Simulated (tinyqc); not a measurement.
# Stacked nanosheet transistor, parasitic resistance, capacitance and delay: what changes with what

Ns sheets share one contact on top; each has perimeter p = 2 (Ws + ts) and cross-section A = Ws ts; contact width Wc = Ws + 10 nm, stack height Hs = Ns pv. Sheet 1 is the top one. Contact length Lc = CPP - Lg - 2 Lsp, shared by two neighbouring gates. Source and drain sides are equal. The formulas are first-order estimates, not field solutions.

Values chosen for this exercise; values close to those of silicon logic devices: temperature T = 300 K; number of sheets Ns = 3; sheet width Ws = 30 nm; sheet thickness ts = 7 nm; vertical pitch of the sheets pv = 18 nm; vertical resistance between sheet levels rv = 61 ohm; contacted gate pitch CPP = 45 nm; gate length Lg = 18 nm; spacer length Lsp = 7 nm; relative permittivity of the spacer ks = 4; gate height above the channel stack Hc = 30 nm; contact resistivity rc = 5.8e-10 ohm cm^2; resistivity of the source-drain epitaxy re = 0.00062 ohm cm; current-carrying depth of the epitaxy te = 20 nm; resistivity of the extension rx = 0.00089 ohm cm; gate overlap Lov = 0.5 nm; inversion capacitance Cinv = 3.2 uF/cm^2; injection velocity vx = 9.8e6 cm/s; apparent mobility mu = 200 cm^2/(V s); threshold at zero drain voltage VT = 0.2 V; barrier lowering dl = 0.076 V/V; subthreshold factor n = 1.23; wire load Cw = 0.4 fF; supply voltage Vdd = 0.65 V.

Constants: q = 1.602176634e-19 C, kB = 1.380649e-23 J/K, eps0 = 8.8541878128e-12 F/m, Vt = kB T/q. Results are converted to the units shown.

Each table varies one quantity; the others keep the values above.

## Effect of the number of sheets

Epitaxy sheet resistance Rsh = re/te, transfer length LT = sqrt(rc/Rsh), contact Rc = [sqrt(rc Rsh)/Wc] coth(Lc/(2 LT)); extension of one sheet Rx = rx Lsp/A. With N sheets: gate Cg = Cinv p N Lg; per side, plate Cp = ks eps0 [Wc (Hs + Hc) - N A]/Lsp, top fringe Cf = (2/pi) ks eps0 Wc ln(1 + Lg/(2 Lsp)), overlap Co = Cinv p N Lov. One sheet: I = p Q vx u/(1 + |u|^1.8)^(1/1.8), Q = Cinv n Vt ln(1 + exp((Vg' - VT + dl Vd')/(n Vt))), u = Vd' mu/(vx Lg), Vg' = Vgs - v, Vd' = Vds - 2 v, with the drop on each side v_j = Rc sum I + rv (sum over levels k = 2..j of the current of sheets k..Ns) + Rx I_j. Ieff = [I(Vgs = Vdd, Vds = Vdd/2) + I(Vdd/2, Vdd)]/2, total currents. With Cs = Cp + Cf + Co, the load of an inverter of two such devices driving an equal one is CL = 2 (Cg + 2 Cs) + 4 Cs + Cw (own drains counted twice for the Miller effect); delay CL Vdd/(2 Ieff).

The same in every row: Rc (ohm) = 239.6.

Results:
```
Ns	Rx/N (ohm)	Ieff (uA)	CL (aF)	delay (ps)
1	296.7	61.92	569.9	2.991
2	148.3	114.8	685.3	1.940
3	98.89	158.0	800.6	1.647
5	59.33	215.8	1031	1.553
6	49.44	233.2	1147	1.598
```

Estimate the missing row, Ns = 4.

Computed row:
```
Ns	Rx/N (ohm)	Ieff (uA)	CL (aF)	delay (ps)
4	74.17	191.4	916.0	1.556
```

With this row back in the table: As Ns goes from 1 to 6, Ieff rises from 61.9 to 233 uA, CL rises from 570 to 1150 aF and the delay goes from 2.99 through a minimum of 1.55 (at Ns = 5 among the rows listed) to 1.60 ps. From the first row to the last Ieff grows by a factor of 3.77 and CL by 2.01; the first step changes the delay by -35 %, the last by 2.9 %.

## Effect of the vertical resistance between sheet levels

Same model as above.

The same in every row: Rc (ohm) = 239.6; Rx/N (ohm) = 98.89; CL (aF) = 800.6.

Results:
```
rv (ohm)	Ieff (uA)	delay (ps)
0	162.4	1.602
50	158.8	1.639
100	155.2	1.676
400	137.2	1.897
800	121.0	2.150
```

Estimate the missing row, rv = 200 ohm.

Computed row:
```
rv (ohm)	Ieff (uA)	delay (ps)
200	148.6	1.751
```

With this row back in the table: As rv goes from 0 to 800 ohm, Ieff falls from 162 to 121 uA, CL stays at 801 aF and the delay rises from 1.60 to 2.15 ps.

## Effect of the contact resistivity

Same model as above.

The same in every row: Rx/N (ohm) = 98.89; CL (aF) = 800.6.

Results:
```
rc (ohm cm^2)	Rc (ohm)	Ieff (uA)	delay (ps)
1e-10	53.95	184.6	1.410
2.1e-10	96.90	178.0	1.462
4.5e-10	189.6	164.7	1.580
9.7e-10	389.7	139.6	1.863
4.4e-9	1709	64.01	4.065
9.4e-9	3632	36.10	7.208
2e-8	7709	19.20	13.56
```

Estimate the missing row, rc = 2.1e-9 ohm cm^2.

Computed row:
```
rc (ohm cm^2)	Rc (ohm)	Ieff (uA)	delay (ps)
2.1e-9	824.4	101.3	2.569
```

With this row back in the table: As rc goes from 1e-10 to 2e-8 ohm cm^2, Ieff falls from 185 to 19.2 uA, CL stays at 801 aF and the delay rises from 1.41 to 13.6 ps. Rc goes as rc^(0.79) at the start and rc^(1.00) at the end (1/2 for a long contact, 1 for a short one). For rc = 1e-10 to 2.1e-10 ohm cm^2 rc lies near or below the quantum limit of metal-silicon contacts.

Computed by the program tinyqc: `OMP_NUM_THREADS=1 python tinyqc.py 2170090 2170091 out.jsonl`, one thread of a shared Intel Xeon 2.30GHz, about 0.07 s for the whole run.
